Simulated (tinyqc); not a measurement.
# Square on-chip spiral inductor, lumped pi model: effects of single changes

Outer diameter do = di + 2 n wd + 2 (n - 1) sp, mean da = (do + di)/2, fill p = (do - di)/(do + di), length l = 4 n da. L = 2.34 mu0 n^2 da/(1 + 2.75 p), mu0 = 4 pi 1e-7 H/m. Rs = rho l/(wd delta (1 - exp(-th/delta))), delta = sqrt(rho/(pi f mu0)). Cs = n wd^2 eps0 eo/hu across the coil. At each end Cox = l wd eps0 eo/(2 ho) leads to the substrate branch Rsi = 2 rs he/(l wd) in parallel with Csi = l wd eps0 11.7/(2 he). With one end grounded Y = 1/(Rs + i w L) + i w Cs + 1/[1/(i w Cox) + 1/(1/Rsi + i w Csi)], w = 2 pi f; Q = -Im Y/Re Y. Eddy currents in neighbouring turns and in the substrate are left out.

Values chosen for this exercise; values of the order met in silicon radio-frequency processes:
- n = 1.5 (number of turns)
- wd = 10 um (line width)
- sp = 3 um (space between turns)
- di = 100 um (inner diameter)
- th = 3 um (metal thickness)
- rho = 3 uohm cm (metal resistivity)
- ho = 8.4 um (oxide below the coil)
- hu = 1 um (oxide between coil and underpass)
- eo = 4.1 (relative permittivity of the oxide)
- rs = 1 ohm cm (substrate resistivity)
- he = 50 um (effective spreading depth in the substrate)
- f = 6.3 GHz (frequency)

Constants: eps0 = 8.8541878128e-12 F/m. Results are converted to the units shown.

Each table varies one quantity; the others keep the values above.

## Quality factor against frequency

Apparent inductance Im(1/Y)/w; share of the loss Re(substrate branch)/Re Y.

Quality factor against frequency:
```
f (GHz),Rs (ohm),w L/Rs,Q,apparent inductance (nH),loss in the substrate (%)
0.92,1.1262,2.8474,2.8461,0.55491,0.0011182
1.5,1.2654,4.1317,4.1270,0.55525,0.0066229
2.5,1.4649,5.9482,5.9285,0.55623,0.042793
4,1.7161,8.1243,8.0461,0.55864,0.23498
6.6,2.0814,11.052,10.685,0.56549,1.3941
11,2.5932,14.785,12.903,0.58521,7.8043
18,3.2596,19.247,11.468,0.64026,30.893
29,4.1082,24.604,5.4553,0.80402,66.838
47,5.2181,31.394,0.85360,0.98404,88.569
```

What does the comparison show?

Q goes from 2.85 through a maximum of 12.9 (at f = 11 GHz among the rows listed) to 0.854; the exact peak is 13.1 at 12.5 GHz and Q reaches zero at the self-resonance, 55.3 GHz. The share of the substrate rises from 0.00112 to 88.6 %, and the apparent inductance ends at 1.77 times L. At the peak the substrate takes 11.7 % of the loss. For f = 47 the coil is longer than 0.15 of a wavelength in the oxide, where one lumped section is rough.

## Effect of the number of turns

Same model as above.

Peak Q and its frequency from a search over f; self-resonance where Im Y = 0; Q at the given f (negative beyond resonance).

Effect of the number of turns:
```
n,L (nH),do (um),peak Q,f of the peak (GHz),self-resonance (GHz),Q at f
1.5,0.5547,133.0,13.05,12.52,55.32,10.43
2.5,1.463,159.0,13.02,6.897,22.61,12.94
3.5,2.820,185.0,12.48,4.594,12.89,11.05
4.5,4.673,211.0,11.79,3.332,8.458,5.409
5.5,7.077,237.0,11.05,2.538,5.999,-0.8965
6.5,10.09,263.0,10.33,1.998,4.477,-5.694
8.5,18.18,315.0,9.007,1.322,2.756,-10.59
```

What does the comparison show?

As n goes from 1.5 to 8.5, L rises from 0.555 to 18.2 nH, the peak Q falls from 13.1 to 9.01, its frequency falls from 12.5 to 1.32 GHz and the self-resonance falls from 55.3 to 2.76 GHz.

Program tinyqc, `OMP_NUM_THREADS=1 python tinyqc.py 2302206 2302207 out.jsonl`; Intel Xeon 2.30GHz, shared host, one thread, about 0.01 s.
